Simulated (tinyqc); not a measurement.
# Dose and depth of a threshold implant

Problem. A sheet of D acceptors per cm^2 lies at depth xi inside the depleted layer of a body doped Na. In the depletion approximation VT = Vfb + f2 + q D/Cox + gamma sqrt(f2 + Vsb - q D xi/(eps0 eps_r)), gamma = sqrt(2 eps0 eps_r q Na)/Cox, Cox = eps0 eox/tox. Find gamma, D and xi.

Values chosen for this exercise; band and dielectric values close to those of 4H silicon carbide: relative permittivity eps_r = 9.69; acceptor density deep in the body Na = 6.4e16 cm^-3; relative permittivity of the gate insulator (close to silicon dioxide) eox = 3.9; insulator thickness tox = 6.3 nm; flat-band voltage Vfb = -0.34 V; band bending 2 phiF at threshold f2 = 3.062 V.

Constants: q = 1.602176634e-19 C, eps0 = 8.8541878128e-14 F/cm where lengths are in cm. Results are converted to the units shown.

VT against the source at Vsb = 0 and 2 V (V): 3.1913512  3.3152163

Solution. With y^2 = f2 - q D xi/(eps0 eps_r) and d the difference of the thresholds over gamma, sqrt(y^2 + Vsb) - y = d gives y = (Vsb - d^2)/(2 d). The first threshold then gives D, and y^2 gives xi.

gamma = 0.2420 V^0.5
D = 2.000e11 cm^-2
xi = 48.00 nm

Program tinyqc, `OMP_NUM_THREADS=1 python tinyqc.py 2080065 2080066 out.jsonl`; Intel Xeon 2.30GHz, shared host, one thread, about 0.7 s.
